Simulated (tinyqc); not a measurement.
# Worked calculation: bandgap voltage reference from two bipolar transistors

Numbers from tinyqc (`OMP_NUM_THREADS=1 python tinyqc.py 2062186 2062187 out.jsonl`; about 0.03 s on one thread of a shared Intel Xeon 2.30GHz). Printed values are rounded.

Two transistors of area 1 and N carry the same current I. Is(T) = Is (T/T0)^eta exp[(Vg0 q/kB)(1/T0 - 1/T)], VBE1 = Vt ln(I/Is(T)) + I rb, VBE2 = Vt ln(I/(N Is(T))) + I rb/N. The amplifier forces I R1(T) = VBE1 - VBE2 + Vos, with R(T) = R (1 + tc (T - T0)) for both resistors, and the output is Vref = VBE1 + I R2(T). Base currents and the Early effect are neglected.

Values chosen for this exercise; values of the order met in silicon bipolar transistors:

| symbol | value | unit | meaning |
|---|---|---|---|
| T0 | 298 | K | reference temperature |
| Vg0 | 1.161 | V | band-gap voltage extrapolated to 0 K |
| eta | 3.6 |  | temperature exponent of the saturation current |
| Is | 1.7e-18 | A | saturation current of the unit transistor at T0 |
| N | 4 |  | area ratio of the second transistor |
| R1 | 3.3 | kohm | resistor across which the difference of VBE falls, at T0 |
| tc | 600 | ppm/K | temperature coefficient of both resistors |
| Vos | 0 | mV | offset of the amplifier |
| rb | 0 | ohm | series resistance of the unit transistor |
| R2 | 46.71 | kohm | output resistor at T0 |
| T | 358 | K | temperature |

Constants: q = 1.602176634e-19 C, kB = 1.380649e-23 J/K. Results are converted to the units shown.

## Operating point at the reference temperature

Vt = kB T/q; I = (Vt ln N + Vos)/(R1(T) - rb (1 - 1/N)). Evaluate at T = T0.

Vt = 0.0256797 V
I = 10.7877 uA
Is(T) = 1.7e-18 A
VBE1 = 0.757005 V
I R2 = 0.503896 V
Vref = 1.26090 V

## Operating point at another temperature

Vt = kB T/q; I = (Vt ln N + Vos)/(R1(T) - rb (1 - 1/N)).

Vt = 0.0308501 V
I = 12.5094 uA
Is(T) = 6.42695e-15 A
VBE1 = 0.659859 V
I R2 = 0.605351 V
Vref = 1.26521 V

From T0 to T, VBE1 changes by -97.1 mV and I R2 by 101 mV, which leaves 4.31 mV in Vref.

## Resistor for zero slope at T0, ideal case

With tc = 0, Vos = 0 and rb = 0 the current is proportional to T, dVBE/dT = (VBE - Vg0 - (eta - 1) Vt)/T, and Vref has zero slope at T0 when Vref = Vg0 + (eta - 1) Vt0. Find VBE1, its slope, that Vref, R2/R1 and the curvature d2Vref/dT2 = -(eta - 1) kB/(q T0).

VBE1 = 0.757005 V
dVBE/dT = -1.57974 mV/K
Vref = 1.22777 V
R2/R1 = 13.2238
curvature = -0.751848 uV/K^2
